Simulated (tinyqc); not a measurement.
Inside a calculation. Model: MOS capacitor on an n-type substrate, surface potential from the exact charge relation.

Program tinyqc, `OMP_NUM_THREADS=1 python tinyqc.py 2060146 2060147 out.jsonl`; Intel Xeon 2.30GHz, shared host, one thread, about 0.01 s. Printed values are rounded.

Uniform n-type substrate, Boltzmann statistics, full ionisation, classical densities. psi is the surface potential against the body (positive when the bands bend down) and u = -psi/Vt. Traps are spread evenly over the gap and neutral at flat band, so their charge is -q Dit psi; the minority quasi-Fermi level is shifted by Vb.

Inputs (values chosen for the exercise); band and dielectric values close to those of silicon:
```
symbol,value,unit,meaning
T,300,K,temperature
Eg,1.14,eV,band gap
eps_r,11.7,,relative permittivity
Nc,2.84e19,cm^-3,conduction-band density of states at T
Nv,2.64e19,cm^-3,valence-band density of states at T
chi,4.11,eV,electron affinity
N,5.7e17,cm^-3,donor density of the substrate
eox,3.9,,relative permittivity of the gate insulator (close to silicon dioxide)
tox,19,nm,insulator thickness
phiM,4.78,eV,gate work function
Nf,0,cm^-2,"fixed charge at the interface, in units of q"
Dit,1.6e10,cm^-2 eV^-1,density of interface traps
Vb,0,V,reverse bias of the inversion layer against the body
Vg,-2.83,V,gate voltage against the body
```

Constants: q = 1.602176634e-19 C, kB = 1.380649e-23 J/K, Vt = kB T/q, eps0 = 8.8541878128e-14 F/cm where lengths are in cm. Results are converted to the units shown.

## Flat band, threshold and scales

ni = sqrt(Nc Nv) exp(-Eg/(2 Vt)), Eg in volts; phiF = Vt ln(N/ni); Cox = eps0 eox/tox; Vfb = phiM - chi - Vt ln(Nc/N) - q Nf/Cox; Q0 = sqrt(2 eps0 eps_r q N Vt); r = (ni/N)^2 exp(-Vb/Vt); VT = Vfb - [(2 phiF + Vb)(1 + q Dit/Cox) + sqrt(2 eps0 eps_r q N (2 phiF + Vb))/Cox].

ni = 7.27583e9 cm^-3
phiF = 0.469901 V
Cox = 0.181744 uF/cm^2
Vfb = 0.568957 V
Q0 = 69.9394 nC/cm^2
r = 1.62935e-16
VT = -2.70434 V

## Starting value

psi = -Vt (just off flat band).

psi at the start = -0.0258520 V

## Iteration 1: Newton step for the surface potential

u = -psi/Vt; F^2 = exp(-u) + u - 1 + r (exp(u) - u - 1); Qs = +sign(u) Q0 F; Cs = -dQs/dpsi = (Q0/Vt) |1 - exp(-u) + r (exp(u) - 1)|/(2 F). f = Vfb + psi + (q Dit psi - Qs)/Cox - Vg, f' = 1 + (Cs + q Dit)/Cox, psi(new) = psi - f/f'.

u = 1
F = 0.606531
Qs = 42.4204 nC/cm^2
Cs = 1.40976 uF/cm^2
f = 3.13933 V
f' = 8.77095
psi after iteration 1 = -0.383776 V

## Iteration 2: Newton step for the surface potential

As before.

u = 14.8451
F = 3.72090
Qs = 260.238 nC/cm^2
Cs = 0.363538 uF/cm^2
f = 1.57788 V
f' = 3.01438
psi after iteration 2 = -0.907225 V

## Course of the Newton iteration

Stop when the step is below 1e-10 V, or after 60 iterations.

Course of the iteration:
```
iteration	psi before the step (V)	f (V)	step (V)
1	-0.0258520	3.14	-0.358
2	-0.383776	1.58	-0.523
3	-0.907225	0.223	-0.0842
4	-0.991449	-0.180	0.0174
5	-0.974026	-0.0358	5.44e-3
6	-0.968582	-2.19e-3	3.78e-4
7	-0.968204	-9.23e-6	1.60e-6
8	-0.968202	-1.65e-10	2.87e-11
```

Converged in 8 iterations.

## Charges, field and capacitances at the solution

converged psi = -0.968202 V

u = -psi/Vt; F^2 = exp(-u) + u - 1 + r (exp(u) - u - 1); Qs = +sign(u) Q0 F; Cs = -dQs/dpsi = (Q0/Vt) |1 - exp(-u) + r (exp(u) - 1)|/(2 F). Low frequency: 1/C_LF = 1/Cox + 1/(Cs + q Dit). High frequency, in the simple estimate in which traps and minority carriers do not follow: 1/C_HF = 1/Cox + 1/Cd, Cd being Cs with r = 0 at the same psi. Minority sheet density N_inv = (Q0/(2 q)) int_0^u r (exp(t) - 1)/F(t) dt for u > 0. Oxide field |Qs - q Dit psi + q Nf|/(eps0 eox).

Qs = 439.293 nC/cm^2
N_inv = 1.07811e11 cm^-2
oxide field = 1.27934 MV/cm
Cs = 0.861405 uF/cm^2
C_LF/Cox = 0.826201
C_HF/Cox = 0.552124

The surface is in strong inversion (borders at |psi| = 0, phiF + Vb and 2 phiF + Vb = 0.940 V). Minority carriers make up 3.93 % of Qs.
